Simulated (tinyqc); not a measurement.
Changing the film thickness t: the 3-omega method: a line heater on a substrate with a thin film. Computed by tinyqc, a small Python program. Command: `OMP_NUM_THREADS=1 python tinyqc.py 3015071 3015072 out.jsonl threeomega sweep`. One thread of a shared host (Intel(R) Xeon(R) Processor @ 2.30GHz), about 0.01 s of CPU time with the checks.

A current at angular frequency omega = 2 pi f heats the line at 2 omega with the amplitude P per length; the temperature swing Delta T at 2 omega gives a voltage at 3 omega. The substrate is taken as semi-infinite and isotropic, and the heat capacity of heater and film is left out.

Inputs (values chosen for the exercise, modelled on a silicon-germanium alloy on silica):

| quantity | value | unit |
|---|---|---|
| substrate conductivity kappa | 1.38 | W/(m K) |
| substrate heat capacity C | 1.64 | 1e6 J/(m^3 K) |
| heater half-width b | 22 | micrometre |
| power amplitude per length P | 0.64 | W/m |
| current frequency f | 1900 | Hz |
| film conductivity kappa_f | 4.2 | W/(m K) |
| interface resistance R_i | 15 | m^2 K/GW |
| substrate thickness d_s | 300 | micrometre |
| temperature coefficient of resistance beta | 1.8 | 1e-3/K |
| voltage amplitude V_1 | 1 | V |

Method:
- D = kappa/C; q = sqrt(2 i omega/D); penetration depth 1/|q| = sqrt(D/(2 omega)).
- Delta T_s = (P/(pi kappa)) int_0^infinity (sin x/x)^2 / sqrt(x^2 + (q b)^2) dx with (q b)^2 = i |q b|^2, averaged over the heater width (12 Gauss-Legendre points on each of the pieces 0, 14 log-spaced edges from 1e-5 to 1, and multiples of pi to 40 pi; the tail adds 1/(4 (40 pi)^2)).
- For |q| b much below 1: Delta T_s = (P/(pi kappa)) [-ln(|q| b) + eta - i pi/4], eta = 3/2 - C_E = 0.92278, with Euler's C_E = 0.5772157.
- One-dimensional flow across the film: Delta T_f = P (t/kappa_f + R_i)/(2 b); total in-phase swing Delta T = Delta T_s + Delta T_f; third-harmonic amplitude V_3 = V_1 beta |Delta T|/2 with the out-of-phase part included; the apparent film conductivity is t/(t/kappa_f + R_i).

One run for each value:

| film thickness t (nm) | apparent film conductivity (W/(m K)) | Delta T_f (K) | film share of the in-phase swing |
|---|---|---|---|
| 10 | 0.575 | 0.000253 | 0.0057 |
| 38 | 1.580 | 0.000350 | 0.0078 |
| 73 | 2.254 | 0.000471 | 0.0105 |
| 140 | 2.897 | 0.000703 | 0.0156 |
| 270 | 3.405 | 0.001153 | 0.0254 |
| 530 | 3.754 | 0.002054 | 0.0443 |
| 1000 | 3.951 | 0.003681 | 0.0768 |
| 2000 | 4.072 | 0.007145 | 0.1390 |

Give the missing row, film thickness t (nm) = 19.

Computed row:
```
film thickness t (nm)  apparent film conductivity (W/(m K))  Delta T_f (K)  film share of the in-phase swing
19                                                    0.973       0.000284                            0.0064
```

Interpolating between the two neighbouring rows (the first column on a logarithmic scale, the others too where they are positive) misses most in Delta T_f (K), by 4.1 %. Over the rows, apparent film conductivity (W/(m K)) rises from 0.575 to 4.07 (exponent d ln y / d ln x 0.82 between the first rows and 0.043 between the last); Delta T_f (K) rises from 2.53e-4 to 0.00714 (exponent d ln y / d ln x 0.18 between the first rows and 0.96 between the last); film share of the in-phase swing rises from 0.00568 to 0.139 (exponent d ln y / d ln x 0.18 between the first rows and 0.86 between the last). The film resistance t/kappa_f + R_i is a straight line in t: its slope gives kappa_f = 4.2 W/(m K) and its intercept R_i; the two terms are equal at t = 63.0 nm.

Caution (all rows): the film does not conduct much worse than the substrate, so heat spreads in it and the one-dimensional step is only approximate, and wrong once kappa_f nears or exceeds kappa.
